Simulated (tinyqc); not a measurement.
Regular and subregular solution with a miscibility gap: one step, computed by the program tinyqc. Command: `OMP_NUM_THREADS=1 python tinyqc.py 3022269 3022270 out.jsonl regsol walk`. One thread of a shared host (Intel(R) Xeon(R) Processor @ 2.30GHz), about 0.02 s of CPU time with the checks.

Per mole of mixing sites: G(x) = x (1 - x) [L0 + L1 (1 - 2x)] + R T [x ln x + (1 - x) ln(1 - x)], x the fraction of B.

Task: Critical point. The spinodal is G'' = 0, R T_s(x) = x (1 - x) [2 L0 + 6 L1 (1 - 2x)]; the critical point is its maximum.

Inputs (values chosen for the exercise, modelled on Ga(1-x)In(x)P): asymmetry L1 = 0 kJ/mol.

L0 = 14.80873 kJ/mol

Constants: R = 8.314462618 J/(mol K).

Give: critical composition x_c; critical temperature T_c.

Result:

critical composition x_c = 0.5

critical temperature T_c = 890.5 K

With L1 = 0 this is x_c = 1/2 and T_c = L0/(2 R).
